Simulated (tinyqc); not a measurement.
# Free and trapped electrons in a MOS channel with a dense trap tail: effects of single changes

p-type body, charge-sheet picture, full ionisation (an idealisation for deep acceptors), Boltzmann statistics for free electrons. e = Ec - EF at the surface. Acceptor-like traps of density D(E) = D0 + De exp(-E/Ew) at depth E below Ec, from 0 to Eu, hold n_t = integral of D(E)/(1 + exp((e - E)/Vt)). psi = Eg - Vt ln(Nv/Na) - e; N_dep = sqrt(2 eps0 eps_r Na (psi - Vt)/q); n_f = sqrt(N_dep^2 + 2 eps0 eps_r Vt Nc exp(-e/Vt)/q) - N_dep; Vg = Vfb + psi + q (N_dep + n_t + n_f)/Cox, Cox = eps0 eox/tox.

Values chosen for this exercise; band and dielectric values close to those of silicon: temperature T = 300 K; band gap Eg = 1.12 eV; relative permittivity eps_r = 11.7; conduction-band density of states at T Nc = 2.75e19 cm^-3; valence-band density of states at T Nv = 2.7e19 cm^-3; relative permittivity of the insulator eox = 3.9; insulator thickness tox = 38 nm; acceptor density Na = 1.4e17 cm^-3; flat-band voltage without trapped charge Vfb = -0.9 V; constant background density of acceptor-like traps D0 = 1.3e10 cm^-2 eV^-1; density of the tail at the conduction edge De = 1.2e13 cm^-2 eV^-1; decay energy of the tail Ew = 0.08 eV; depth below Ec down to which the traps reach Eu = 0.97 eV; mobility of free electrons mf = 89 cm^2/(V s).

Constants: q = 1.602176634e-19 C, kB = 1.380649e-23 J/K, Vt = kB T/q, eps0 = 8.8541878128e-14 F/cm where lengths are in cm. Results are converted to the units shown.

Each table varies one quantity; the others keep the values above.

## Free and trapped charge against gate voltage

Free share n_f/(n_f + n_t); swing ln 10 n_f/(dn_f/dVg); field-effect mobility mf q (dn_f/dVg)/Cox, for a constant mf; oxide field q (N_dep + n_t + n_f)/(eps0 eox).

Result of one run:
```
Vg (V)	e (eV)	n_f (cm^-2)	n_t (cm^-2)	free share (%)	swing (mV/decade)	field-effect mobility (cm^2/(V s))	oxide field (MV/cm)
7.1	0.002521	1.858e12	8.075e11	69.70	8364	80.26	1.847
```

What becomes of these results when the gate voltage Vg is changed from 7.1 to 2.3 V, all else the same?

Result of the changed run:
```
Vg (V)	e (eV)	n_f (cm^-2)	n_t (cm^-2)	free share (%)	swing (mV/decade)	field-effect mobility (cm^2/(V s))	oxide field (MV/cm)
2.3	0.1679	5.785e9	1.503e11	3.706	351.5	5.946	0.6274
```

The whole series:
```
Vg (V)	e (eV)	n_f (cm^-2)	n_t (cm^-2)	free share (%)	swing (mV/decade)	field-effect mobility (cm^2/(V s))	oxide field (MV/cm)
1.5	0.3939	1.099e6	1.583e10	0.006944	169.7	0.002340	0.4763
2.3	0.1679	5.785e9	1.503e11	3.706	351.5	5.946	0.6274
3.1	0.08690	1.211e11	3.829e11	24.03	1109	39.47	0.8166
3.9	0.05465	3.781e11	5.383e11	41.26	2324	58.79	1.019
4.7	0.03563	7.044e11	6.416e11	52.34	3727	68.29	1.224
5.5	0.02203	1.068e12	7.145e11	59.92	5220	73.92	1.431
6.3	0.01135	1.455e12	7.678e11	65.46	6770	77.65	1.639
7.1	0.002521	1.858e12	8.075e11	69.70	8364	80.26	1.847
8	-0.005888	2.325e12	8.409e11	73.44	1.020e4	82.32	2.082
```

n_f reaches 1e11 cm^-2 at Vg = 3.01 V, against 2.38 V without traps. The free share rises from 0.00694 to 73.4 % and the field-effect mobility rises from 0.00234 to 82.3 cm^2/(V s), although mf = 89 is constant: in the last row 92.5 % of Cox dVg goes into free electrons. The swing in the first row is 170 mV a decade (Vt ln 10 = 59.5). For Vg = 4.7, 5.5, 6.3, 7.1, 8 EF lies less than 2 Vt below the band edge, or above it, where degeneracy and confinement, left out, matter.

## Effect of the density of the tail at the conduction edge

VT is the Vg for n_f = 1e11 cm^-2; swing ln 10 n_f/(dn_f/dVg) at n_f = 1e8 cm^-2; the last three columns are for Vg = VT + 3 V, with free share n_f/(n_f + n_t) and field-effect mobility mf q (dn_f/dVg)/Cox; there EF is near the band edge, where Boltzmann statistics are rough.

Effect of the density of the tail at the conduction edge:
```
De (cm^-2 eV^-1)	e at VT (eV)	VT (V)	q n_t/Cox at VT (V)	swing (mV/decade)	n_f (cm^-2)	free share (%)	field-effect mobility (cm^2/(V s))
1e12	0.09214	2.447	0.07150	153.7	1.656e12	95.55	85.93
2e12	0.09214	2.499	0.1229	157.8	1.622e12	91.99	85.18
5e12	0.09214	2.653	0.2771	170.1	1.523e12	82.18	82.79
1e13	0.09214	2.910	0.5340	190.7	1.371e12	68.39	78.37
2e13	0.09214	3.424	1.048	231.9	1.111e12	48.19	68.43
4e13	0.09214	4.452	2.076	314.2	7.540e11	25.97	48.80
9e13	0.09214	7.021	4.645	520.0	3.900e11	8.890	21.59
2e14	0.09214	12.67	10.30	972.8	2.142e11	2.813	7.566
```

As De goes from 1e12 to 2e14, VT rises from 2.45 to 12.7 V, its part due to traps rises from 0.0715 to 10.3 V, the swing rises from 154 to 973 mV/decade and the field-effect mobility falls from 85.9 to 7.57 cm^2/(V s).

Numbers from tinyqc (`OMP_NUM_THREADS=1 python tinyqc.py 2222088 2222089 out.jsonl`; about 0.02 s on one thread of a shared Intel Xeon 2.30GHz).
